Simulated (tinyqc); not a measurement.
Well width and field from level and shift.

Problem. An infinitely deep well has E_1(0) = C (pi/L)^2/m1, C = hbar^2/(2 m0), and in a field F (potential zero at the centre of the well) the second-order term of the shift is -m1 F^2 L^4 (15 - pi^2)/(48 C pi^4); higher orders are set aside. Find L and F.

Values chosen for this exercise:
- m1 = 0.19 m0 (mass)

Constants: q = 1.602176634e-19 C, hbar = 1.054571817e-34 J s, m0 = 9.1093837015e-31 kg, hbar^2/(2 m0) = 0.0380998212 eV nm^2. Results are converted to the units shown.

E_1(0) = 0.013743792 eV
second-order shift of level 1 = -2.1967019 meV

Answer. The level gives L, and the shift then gives F^2.

L = 12.00 nm
F = 0.004400 V/nm

Computed by the program tinyqc: `OMP_NUM_THREADS=1 python tinyqc.py 2580026 2580027 out.jsonl`, one thread of a shared Intel Xeon 2.30GHz, about 0.02 s for the whole run.
